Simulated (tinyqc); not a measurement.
What moves the results: special k points of the square lattice. A value that a table varies takes the place of the one given here.

Lattice vectors in units of a: a1 = (1, 0), a2 = (0, 1); reciprocal vectors b_i with a_i . b_j = 2 pi delta_ij. Mesh: k = sum_i f_i b_i with f_i = (2 j_i + shift)/(2 N), j_i = 0 .. N-1. The point group of the lattice has 8 operations; only those that map the mesh onto itself are used.

A_m(k) = sum over the m-th star of lattice vectors R of cos(k . R), stars in order of length: m = 1: |R|^2 = 1, 4 vectors, such as (1, 0) in the basis a_i; m = 2: |R|^2 = 2, 4 vectors, such as (1, 1) in the basis a_i; m = 3: |R|^2 = 4, 4 vectors, such as (2, 0) in the basis a_i; m = 4: |R|^2 = 5, 8 vectors, such as (2, 1) in the basis a_i; m = 5: |R|^2 = 8, 4 vectors, such as (2, 2) in the basis a_i; m = 6: |R|^2 = 9, 4 vectors, such as (3, 0) in the basis a_i. The zone mean of every A_m is zero.

Test function, the lower band of a two-band insulator: E(k) = -sqrt(D^2 + (e0 - t A_1(k))^2).

Parameters, chosen for this exercise:
- D = 1.17 eV (half gap term)
- t = 0.81 eV (coupling)
- e0 = 1.43 eV (offset)
- N = 8 (points along each reciprocal vector)
- shift = 0 (half steps)

## Mesh size and shift

Errors of the mean of E against the unshifted mesh with N = 96. The fifth column is |R|^2 of the shortest star with a non-zero mean.

Meshes:

| mesh | points | irreducible | operations | \|R\|^2 missed | error (meV) |
|---|---|---|---|---|---|
| 2 Gamma | 4 | 3 | 8 | 4.00 | -418.665 |
| 2 shifted | 4 | 1 | 8 | 4.00 | 399.901 |
| 3 Gamma | 9 | 3 | 8 | 9.00 | -32.292 |
| 3 shifted | 9 | 3 | 8 | 9.00 | 62.631 |
| 4 Gamma | 16 | 6 | 8 | 16.00 | 6.074 |
| 4 shifted | 16 | 3 | 8 | 16.00 | -14.602 |
| 5 Gamma | 25 | 6 | 8 | 25.00 | 1.998 |
| 5 shifted | 25 | 6 | 8 | 25.00 | -1.141 |
| 6 Gamma | 36 | 10 | 8 | 36.00 | -1.048 |
| 6 shifted | 36 | 6 | 8 | 36.00 | 1.511 |
| 8 Gamma | 64 | 15 | 8 | >49 | 0.224 |
| 8 shifted | 64 | 10 | 8 | >49 | -0.140 |
| 10 Gamma | 100 | 21 | 8 | >49 | -0.034 |
| 10 shifted | 100 | 15 | 8 | >49 | 0.024 |

reference mean = -2.24755 eV

The shifted mesh has the smaller error for 4 of 7 values of N and the larger for 3. The cheapest mesh within 1 meV is 8 shifted, with 10 irreducible points. A mesh misses the lattice vectors N (n1 a1 + n2 a2 + ...); the half shift gives each the sign (-1)^(n1 + n2 + ...), so the 4 shortest ones add up to -4 in place of 4: their term only changes sign. The shift keeps the full symmetry; it leaves fewer irreducible points for N = 2, 4, 6, 8 and 10.

## Gap and mesh density

D takes the values listed; errors against the unshifted mesh with N = 192, for unshifted meshes.

Errors (meV):

| D (eV) | reference (eV) | N = 2 | N = 4 | N = 6 | N = 8 |
|---|---|---|---|---|---|
| 0.2 | -1.8124 | -533.418 | 31.836 | -4.456 | 4.602 |
| 0.4 | -1.8672 | -510.431 | 21.838 | -3.608 | 2.947 |
| 0.8 | -2.0385 | -460.053 | 10.338 | -2.027 | 0.794 |
| 1.5 | -2.4626 | -387.507 | 4.278 | -0.559 | 0.077 |
| 2.5 | -3.2189 | -317.017 | 2.182 | -0.084 | 0.005 |
| 4.0 | -4.5115 | -247.319 | 1.133 | -0.010 | 0.000 |

The first listed N from which the error stays below 0.5 meV is none for D = 0.2, none for D = 0.4, none for D = 0.8, 8 for D = 1.5, 6 for D = 2.5, 6 for D = 4 eV. A larger D makes the function smoother, so its Fourier coefficients fall faster with |R|.

## One point for the whole zone

The mean-value (Baldereschi) point is taken at k = (2 pi/a) (0.25, 0.25), that is f = (0.25, 0.25); the reference is the mesh with N = 96.

Single points:

| point | A_1 | A_2 | A_3 | A_4 | E (eV) |
|---|---|---|---|---|---|
| Gamma | 4.000 | 4.000 | 4.000 | 8.000 | -2.1552 |
| mean-value point | 0.000 | 0.000 | -4.000 | 0.000 | -1.8476 |
| zone-face centre b1/2 | 0.000 | -4.000 | 4.000 | 0.000 | -1.8476 |

reference mean = -2.2475 eV

The mean-value point makes A_1, A_2 and A_4 vanish. Its error is +400 meV, against +92 meV at Gamma and +400 meV at b1/2. E is not linear in A_1; its powers hold sums of nearest vectors and a non-zero mean, so this point is not exact. A_1 has the same value at b1/2, and E depends on A_1 alone, so this test cannot tell the two points apart. Gamma comes closer here only by chance, since none of its A_m vanish.

## What moves the zone average

Mean of E over the mesh, and its error against the unshifted mesh with N = 96. Each row changes one parameter from the base and keeps the others.

Results:

| case | mean (eV) | error (meV) | irreducible points |
|---|---|---|---|
| base | -2.2473 | 0.22 | 15 |
| N = 9 | -2.2475 | 0.00 | 15 |
| shift = 1 | -2.2477 | -0.14 | 10 |
| D = 0.819 eV | -2.0474 | 0.74 | 15 |
| t = 1.053 eV | -2.5172 | 0.40 | 15 |

The largest shifts from the base row, up to three for each result and ties (the steps differ in size, so this ranks the rows, not the parameters). mean (eV): t -0.2699, D +0.1999, shift -0.0004. error (meV): D +0.52, shift -0.36, N -0.22. irreducible points: shift -5; unchanged at the printed digits by N, D and t.

tinyqc: `OMP_NUM_THREADS=1 python tinyqc.py 1681344 1681345 out.jsonl`; about 0.08 s, one thread, shared Intel(R) Xeon(R) Processor @ 2.30GHz.
